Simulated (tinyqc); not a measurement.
## Voltage drop against the resistance from a pad node to the supply

A grid of 13 by 13 nodes with segments Rx (rows) and Ry (columns); every node draws I1 and the central node kh I1; pads with resistance Rp sit at the nodes whose row and column are multiples of the pitch, counting from 0. The drops u = Vdd - V follow from G u = i, with G the conductance matrix and i the load currents, solved directly. Here the pitch is 3.

Parameters, values chosen for the exercise:
- Vdd = 0.75 V (supply voltage)
- Rx = 0.16 ohm (resistance of a horizontal segment)
- Ry = 0.55 ohm (resistance of a vertical segment)
- kh = 3 (factor on the load at the hot node)
- I1 = 1 mA (load current of a node in the large grid)

Voltage drop against the resistance from a pad node to the supply:
```
Rp (ohm)	pads	worst drop (mV)	mean drop (mV)	largest drop at a pad (mV)	largest pad current (mA)	worst drop over Vdd (%)
0.0045	25	0.8652	0.5967	0.04877	10.84	0.1154
0.009	25	0.9054	0.6293	0.09680	10.76	0.1207
0.018	25	0.9849	0.6945	0.1909	10.60	0.1313
0.036	25	1.141	0.8242	0.3722	10.34	0.1521
0.072	25	1.443	1.082	0.7146	9.925	0.1924
0.14	25	1.989	1.563	1.314	9.388	0.2652
0.29	25	3.133	2.612	2.527	8.713	0.4177
```

What does the comparison show?

The worst drop rises from 0.865 to 3.13 mV and the mean drop rises from 0.597 to 2.61 mV. The worst drop goes as Rp^(0.07) between the first two rows and Rp^(0.62) between the last two. The central node is itself a pad.

tinyqc, about 0.09 s, one thread, Intel Xeon 2.30GHz (shared host): `OMP_NUM_THREADS=1 python tinyqc.py 2770165 2770166 out.jsonl`
